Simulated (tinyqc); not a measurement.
# Vertical double-diffused power MOSFET, components of the on-resistance, step by step

Computed by the program tinyqc: `OMP_NUM_THREADS=1 python tinyqc.py 2230005 2230006 out.jsonl`, one thread of a shared Intel Xeon 2.30GHz, about 0.01 s for the whole run. Printed values are rounded.

Stripe cells of pitch Wp + a, two channels a cell. Current flows through the channels, spreads in the accumulation layer, passes the gap between the p bodies and spreads at 45 degrees into the drift layer below them. Low drain voltage, full ionisation.

Values chosen for this exercise; bulk values close to those of gallium nitride:

| symbol | value | unit | meaning |
|---|---|---|---|
| T | 300 | K | temperature |
| eps_r | 9.27 |  | relative permittivity |
| Kc | 26600 | V/cm per (cm^-3)^(1/8) | critical-field constant |
| BV | 900 | V | rated breakdown voltage of the drift layer |
| mud | 923 | cm^2/(V s) | drift mobility at 300 K |
| bt | 2.2 |  | temperature exponent of the drift mobility |
| tox | 51 | nm | gate oxide thickness (eps_r 3.9) |
| Vov | 6 | V | gate overdrive |
| mch | 21 | cm^2/(V s) | channel mobility |
| mac | 67 | cm^2/(V s) | accumulation-layer mobility |
| Lc | 1 | um | channel length |
| Wp | 3 | um | width of the p body in one cell, channels included |
| a | 2.6 | um | gap between neighbouring p bodies |
| xp | 1.4 | um | depth of the p body |
| Nj | 3 |  | doping of the gap over the drift doping |
| Vbi | 3.16 | V | built-in voltage of the body junction |
| Rs | 0.34 | mohm cm^2 | substrate and contact resistance |

Constants: q = 1.602176634e-19 C, eps0 = 8.8541878128e-14 F/cm where lengths are in cm. Results are converted to the units shown.

## Drift layer

Triangular field at breakdown with Ec = Kc N^(1/8): BV = eps0 eps_r Ec^2/(2 q N), so N = (eps0 eps_r Kc^2/(2 q BV))^(4/3); W = 2 BV/Ec; mu = mud (T/300 K)^(-bt); rho = 1/(q mu N); ideal resistance rho W.

N = 2.54299e16 cm^-3
Ec = 2.98916 MV/cm
W = 6.02175 um
mu = 923 cm^2/(V s)
rho = 0.265915 ohm cm
ideal resistance = 0.160127 mohm cm^2

## Components of the on-resistance

Pitch p = Wp + a, Cox = 3.9 eps0/tox; zero-bias depletion in the gap w0 = sqrt(2 eps0 eps_r Vbi/(q N Nj)), open gap g = a - 2 w0; R_ch = Lc p/(2 mch Cox Vov); R_acc = 0.6 a p/(4 mac Cox Vov), 0.6 being an empirical factor for current leaving the layer along its length; R_gap = (rho/Nj) xp p/g; spreading depth t = min(W, (p - g)/2); R_drift = (rho p/2) ln((g + 2 t)/g) + rho (W - t); R_on = the sum with Rs.

w0 = 0.206008 um
g = 2.18798 um
components (mohm cm^2): channel 3.28204, accumulation 0.802386, gap 0.0317610, drift 0.184735, substrate 0.34
R_on = 4.64093 mohm cm^2
shares (%): channel 70.7196, accumulation 17.2894, gap 0.6844, drift 3.9806, substrate 7.3261

The channel term is the largest. R_on is 29.0 times the ideal drift resistance, and spreading raises the drift term to 1.15 times it.
